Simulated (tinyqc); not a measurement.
Length of a molecular wire: coherent transport through a tight-binding bridge. Computed by the program tinyqc. 

A uniform bridge between two chains:

| parameter | value |
|---|---|
| site energy (eV) | 0.930000 |
| hopping in the bridge (eV) | 0.440000 |
| lead hopping (eV) | 2.230000 |
| couplings (eV) | 0.35, 0.33 |
| E (eV) | 0.270000 |

T = Gamma_L Gamma_R |G_1n|^2 with the self-energies of semi-infinite chains.

Transmission against length:

| sites | T | ln T |
|---|---|---|
| 2 | 3.2340e-02 | -3.431 |
| 3 | 2.4369e-01 | -1.412 |
| 4 | 1.1106e-01 | -2.198 |
| 5 | 2.6992e-02 | -3.612 |
| 6 | 2.5538e-02 | -3.668 |
| 7 | 8.5896e-02 | -2.455 |
| 8 | 3.7694e-01 | -0.976 |
| 9 | 3.5815e-02 | -3.329 |
| 10 | 2.3133e-02 | -3.766 |

E lies inside the band of the bridge (|E - e|/2h = 0.750 < 1): T does not decay but oscillates with length, between 0.023 and 0.377 here, as levels of the bridge pass E.
